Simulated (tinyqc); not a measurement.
Six-band hole subbands of a thin body in a field, step by step. Values are carried at full precision from step to step, so a last printed digit may differ when a step is redone from the rounded ones.

Constants: hbar^2/2m0 = 3.80998211 eV angstrom^2.

Values chosen for the exercise (near those of a p-type Si channel; not measured data):
- S = (7.79, -2.16, 12.54) 1/TPa (compliances s11, s12, s44)
- sx = -1.5 GPa (stress along the channel [1-10], negative in compression)
- b = -2.13 eV (tetragonal potential)
- d = -4.76 eV (trigonal potential)
- g1 = 4.28 (Luttinger gamma1)
- g2 = 0.34 (gamma2)
- g3 = 1.44 (gamma3)
- face = 110 (surface)
- Dso = 0.043 eV (spin-orbit splitting)
- t = 55 angstrom (body thickness)
- F = 1.2 MV/cm (field across the body)
- kmax = 0.08 1/angstrom (end of the path)

## Strain and its block

exx = eyy = (s11 + s12) sx/2, ezz = s12 sx, exy = -s44 sx/4 (1 GPa/TPa = 1e-3). With e0 the traceless part, B_XX = 2b e0xx - b (e0yy + e0zz) and B_XY = sqrt(3) d exy.

strain, rows x, y, z and columns alike:
$$\begin{pmatrix}
-0.004222 & 0.004703 & 0 \\
0.004703 & -0.004222 & 0 \\
0 & 0 & 0.003240
\end{pmatrix}$$

B (eV), rows X, Y, Z and columns alike:
$$\begin{pmatrix}
0.01590 & -0.03877 & 0 \\
-0.03877 & 0.01590 & 0 \\
0 & 0 & -0.03179
\end{pmatrix}$$

## Confinement masses without spin-orbit coupling

C(n n^T)/c has C_XX = (g1 + 4 g2) nx^2 + (g1 - 2 g2)(ny^2 + nz^2) and C_XY = 6 g3 nx ny, n the unit normal; its eigenvalues are the inverse masses along n.

C(n n^T)/c, rows X, Y, Z and columns alike:
$$\begin{pmatrix}
4.6200 & 4.3200 & 0 \\
4.3200 & 4.6200 & 0 \\
0 & 0 & 3.6000
\end{pmatrix}$$

masses (m0): [3.3333, 0.2778, 0.1119]

The heaviest mass, 3.33, comes from a near cancellation among the gammas, so a few per cent in them move it strongly.

## The matrix for one sine at q = 0

Basis X, Y, Z times spin, hole energies counted downwards from the unstrained edge (the hydrostatic shift is left out), c = hbar^2/2m0. For a symmetric tensor T let C(T) have C_XX = L Txx + M (Tyy + Tzz), C_XY = N Txy (cyclic), L = c (g1 + 4 g2), M = c (g1 - 2 g2), N = 6 c g3. k = q + kz n, n the unit normal, q = k1 u + k2 v with u along the channel [1-10] and v = n x u. H = C(k k^T) + (Dso/3)(1 - L.sigma) - B + e F z with (L_k)_ij = -i epsilon_kij; B is the block C built from the traceless strain with 2b, -b and sqrt(3) d in place of L, M, N. Strain: exx = eyy = (s11 + s12) sx/2, ezz = s12 sx, exy = -s44 sx/4. Hard walls at z = 0 and t; basis sin(j pi z/t), j = 1 to Nz: kz^2 = (j pi/t)^2, kz = -i D with D_jl = 4 j l/(t (j^2 - l^2)), z_jj = t/2 and z_jl = -8 t j l/(pi (j^2 - l^2))^2 for j + l odd; 1 MV/cm = 0.01 eV/angstrom.

Nz = 1, in meV.

H (meV), rows X+, Y+, Z+, X-, Y-, Z- and columns alike:
$$\begin{pmatrix}
385.87 & 92.47+14.33i & 0 & 0 & 0 & -14.33 \\
92.47-14.33i & 385.87 & 0 & 0 & 0 & 14.33i \\
0 & 0 & 420.87 & 14.33 & -14.33i & 0 \\
0 & 0 & 14.33 & 385.87 & 92.47-14.33i & 0 \\
0 & 0 & 14.33i & 92.47+14.33i & 385.87 & 0 \\
-14.33 & -14.33i & 0 & 0 & 0 & 420.87
\end{pmatrix}$$

## Its levels

Diagonalise; the levels come in pairs. Give each pair and its weights on X, Y, Z, summed over spin and averaged over the pair.

levels (meV): [290.94, 418.37, 483.30]

weights, rows X, Y, Z; columns pair 1, pair 2, pair 3:
$$\begin{pmatrix}
0.495 & 0.035 & 0.471 \\
0.495 & 0.035 & 0.471 \\
0.010 & 0.931 & 0.059
\end{pmatrix}$$

## More sines

The four lowest pairs at q = 0.

Hole energies (meV):
```
Nz  pair 1  pair 2  pair 3  pair 4
1   290.94  418.37  483.30       -
2   178.24  350.02  415.31  444.74
4   106.84  246.99  338.66  385.48
8    87.49  184.91  267.71  337.90
16   87.02  182.84  261.36  330.24
```

One sine is 203.92 meV off in the top subband, since the field mixes the sines. The second pair lies 95.8 meV deeper.

## Dispersion of the top subband

Nz = 14; the two lowest levels (spin-split where the field breaks inversion), in meV from their value at q = 0.

Energies (meV):
```
|q| (1/angstrom)     u a     u b    v a    v b
0.020              12.93   13.65   5.47   5.50
0.040              52.25   53.84  21.90  21.96
0.060             117.31  120.21  49.29  49.40
0.080             205.67  211.08  87.64  87.80
```

From the mean of each pair in the first row, c q^2/E gives 0.11 m0 along u and 0.28 m0 along v. The largest distance between a and b in the table is 5.42 meV.

## Checks

- Top level at q = 0 on (001) without field and stress against c (g1 - 2 g2)(pi/t)^2, eV: both 0.04475.
- Hermiticity, and E(q) against E(-q): they agree to 1e-10 or better.

tinyqc: `OMP_NUM_THREADS=1 python tinyqc.py 1251584 1251585 out.jsonl`; about 0.4 s, one thread, shared Intel(R) Xeon(R) Processor @ 2.30GHz.
